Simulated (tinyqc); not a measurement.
The pair band in time: hydrogenic impurity: series, fields, screening, photoionisation and donor-acceptor pairs. Computed by tinyqc, a small Python program. Command: `OMP_NUM_THREADS=1 python tinyqc.py 3016519 3016520 out.jsonl hydrogenic walk`. One thread of a shared host (Intel(R) Xeon(R) Processor @ 2.30GHz), about 0.01 s of CPU time with the checks.

One isotropic, parabolic band. Effective units: Ry* and a*, in which H = -nabla^2 - 2/r.

Inputs (values chosen for the exercise, for a model semiconductor): electron mass m = 0.0753 m_0; dielectric constant eps = 14.1; donor density N = 4e+14 cm^-3; gap E_g = 1.3 eV; acceptor depth E_A = 36.7 meV; rate prefactor W_0 = 2.4e+08 1/s.

Parts treated: screening and pairs.

Constants: Ry = 13.605693123 eV; a_0 = 0.529177210903 angstrom; h x 1 THz = 4.135667696 meV; e^2/(4 pi eps_0) = 14.39964548 eV angstrom.

Method:
- Ry* = Ry m/eps^2, a* = a_0 eps/m; level n is bound by Ry*/n^2; <r> = (3/2) a* in 1s; lines 1s -> np at Ry* (1 - 1/n^2); 1 THz = 4.135667696 meV.
- Wigner-Seitz radius r_s = (3/(4 pi N))^(1/3); Mott criterion N_c^(1/3) a* = 0.26; overlap of two 1s orbitals at distance d: S = exp(-x)(1 + x + x^2/3), x = d/a*, with d = N^(-1/3).
- No-phonon line h nu(r) = E_g - Ry* - E_A + e^2/(4 pi eps_0 eps r); rate W(r) = W_0 exp(-2 r/a*), the donor being the shallower centre; lifetime 1/W; zero field.
- At delay t after a pulse the emission comes mostly from pairs with W(r) t = 1, so r = (a*/2) ln(W_0 t).

a* = 99.0890 angstrom

Ry* = 5.15321 meV

r_s = 841.945 angstrom

Dominant pairs:
```
delay (s)  r (angstrom)  Coulomb term (meV)  photon energy (eV)
1.00e-05          385.6              2.6484              1.2608
1.00e-04          499.7              2.0437              1.2602
1.00e-03          613.8              1.6639              1.2598
1.00e-02          727.9              1.4031              1.2595
1.00e-01          841.9              1.2130              1.2594
1.00e+00          956.0              1.0682              1.2592
1.00e+01         1070.1              0.9544              1.2591
```

What does the comparison show, and why?

Over six decades of delay the band moves down by 1.69 meV, since close pairs, which emit at higher energy, decay first; the shift per decade shrinks from 0.60 to 0.11 meV.
